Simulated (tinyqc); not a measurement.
# Bias-temperature instability, empirical power law with universal recovery: what changes with what

Threshold-voltage shift at the end of a stress: dV = A (V/V0)^g exp[-(Ea q/kB)(1/T - 1/T0)] (t/1 s)^n. After a delay tr the permanent share pp stays and the rest falls by r = 1/(1 + B (tr/t)^be). An empirical model: its parameters are fits, not properties.

Parameters, values chosen for the exercise: reference stress voltage V0 = 1.5 V; reference temperature T0 = 398 K; shift after 1 s at V0 and T0 A = 4.1 mV; time exponent n = 0.13; voltage exponent g = 3.5; apparent activation energy of the shift Ea = 0.19 eV; permanent share pp = 0.17; recovery scale B = 1.7; recovery dispersion be = 0.17; use temperature T = 358 K; failure criterion dc = 50 mV; stress time ts = 1000 s.

Constants: q = 1.602176634e-19 C, kB = 1.380649e-23 J/K. Results are converted to the units shown.

Each table varies one quantity; the others keep the values above.

## Effect of the measurement delay

At V0 and T0. The apparent n comes from the measured shifts at ts/100 and ts, and the projection extends that line from ts to ten years (3.15576e8 s).

The same in every row: true shift (mV) = 52.20.

Result of one run:
```
tr (s)  share left at ts  apparent n  projected shift (mV)
10                0.6371      0.1926                 73.51
```

What becomes of these results when the delay before the measurement tr is changed from 10 to 1 s, all else the same?

Result of the changed run:
```
tr (s)  share left at ts  apparent n  projected shift (mV)
1                 0.7141      0.1843                 74.13
```

The whole series:
```
tr (s)  share left at ts  apparent n  projected shift (mV)
1e-6              0.9603      0.1398                 56.76
1e-5              0.9427      0.1439                 58.70
0.0001            0.9179      0.1494                 61.29
0.001             0.8841      0.1565                 64.56
0.01              0.8393      0.1651                 68.30
0.1               0.7825      0.1746                 71.88
1                 0.7141      0.1843                 74.13
10                0.6371      0.1926                 73.51
```

The share left falls from 0.960 to 0.637 and the apparent n rises from 0.140 to 0.193. The projection is 8.7 % above the true ten-year shift in the first row and 41 % above it in the last: a lower start and a steeper slope work against each other.

## Lifetime against voltage

Same model as above.

The lifetime solves dV = dc; ten years are 3.15576e8 s.

Result of one run:
```
V (V)  shift after ten years (mV)  lifetime (years)
0.73                        2.260          2.212e11
```

What becomes of these results when the use voltage V is changed from 0.73 to 1.5 V, all else the same?

Result of the changed run:
```
V (V)  shift after ten years (mV)  lifetime (years)
1.5                         28.11             839.5
```

The whole series:
```
V (V)  shift after ten years (mV)  lifetime (years)
0.6                         1.138          4.343e13
0.73                        2.260          2.212e11
0.86                        4.011           2.682e9
0.99                        6.565           6.060e7
1.11                        9.799           2.784e6
1.24                        14.44           1.412e5
1.37                        20.47              9638
1.5                         28.11             839.5
```

The shift goes as V^3.5 and the lifetime as V^(-26.9): 5 % more voltage adds 18.6 % to the shift and divides the lifetime by 3.72. 8 of the 8 rows pass ten years. For V = 0.6, 0.73, 0.86, 0.99, 1.11, 1.24, 1.37 the lifetime is a formal extrapolation far beyond any test.

Numbers from tinyqc (`OMP_NUM_THREADS=1 python tinyqc.py 2070142 2070143 out.jsonl`; about 0.01 s on one thread of a shared Intel Xeon 2.30GHz).
